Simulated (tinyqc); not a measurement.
Schottky barrier on an n-type semiconductor with a surface-enhanced doping, non-linear Poisson equation by Newton steps: one step of the calculation.

One dimension, metal at x = 0, donor density C(x) = Nd + N0 exp(-x/Ls). Energies are counted from the electron Fermi level of the semiconductor and the conduction-band edge is Ec = -psi, so n = Nc exp(psi/Vt); holes follow the Fermi level of the metal, at -V, so p = Nv exp((V - psi - Eg)/Vt). Ends: psi(0) = V - phiB and psi = Vt ln(Nd/Nc) deep inside. Boltzmann statistics, full ionisation, no current, no image force in the Poisson equation.

Question. Newton step. Solve the tridiagonal system a_(i-1) d_(i-1) + b_i d_i + a_i d_(i+1) = -F_i for nodes 1 to 11, with d = 0 on fixed nodes. Each component d is damped to sign(d) Vt ln(1 + |d|/Vt) before it is added.

Parameters, values chosen for the exercise: temperature T = 400 K.

Constants: q = 1.602176634e-19 C, kB = 1.380649e-23 J/K, Vt = kB T/q. Results are converted to the units shown.

coupling a_i, interval 0 to 11 (F/cm^2): 1.2480189e-7  1.1073970e-7  9.8281485e-8  8.6401305e-8  7.7846721e-8  6.8369729e-8  6.0480914e-8  5.3852868e-8  4.7651629e-8  4.1821908e-8  3.7440566e-8  3.4184864e-8

```
node  diagonal b (F/cm^2)  residual F (C/cm^2)
1           -2.3581405e-7         2.1563694e-8
2           -2.0914287e-7         1.2636614e-8
3           -1.8473136e-7         8.4682999e-9
4           -1.6426469e-7         6.9148148e-9
5           -1.4622151e-7         6.7918663e-9
6           -1.2885210e-7         7.3668104e-9
7           -1.1433519e-7         8.2039547e-9
8           -1.0151321e-7         9.2220536e-9
9           -8.9558068e-8         1.0460711e-8
10          -8.0367567e-8         1.1758800e-8
11          -9.0497645e-8         1.2391210e-8
```

psi at the start, node 0 to 12 (V): -0.92000000  -0.89169269  -0.85979080  -0.82384500  -0.78295666  -0.73757510  -0.68590302  -0.62749111  -0.56189004  -0.48775184  -0.40327922  -0.30892152  -0.20557736

Find: Newton step d, before damping; psi after iteration 1.

Answer.

Newton step d, before damping, node 1 to 11 (V): 0.567  1.012  1.386  1.714  1.991  2.206  2.327  2.312  2.101  1.614  0.805
psi after iteration 1, node 0 to 12 (V): -0.9200  -0.7932  -0.7422  -0.6957  -0.6476  -0.5972  -0.5420  -0.4818  -0.4164  -0.3455  -0.2700  -0.1989  -0.2056

Numbers from tinyqc (`OMP_NUM_THREADS=1 python tinyqc.py 2020158 2020159 out.jsonl`; about 0.08 s on one thread of a shared Intel Xeon 2.30GHz).
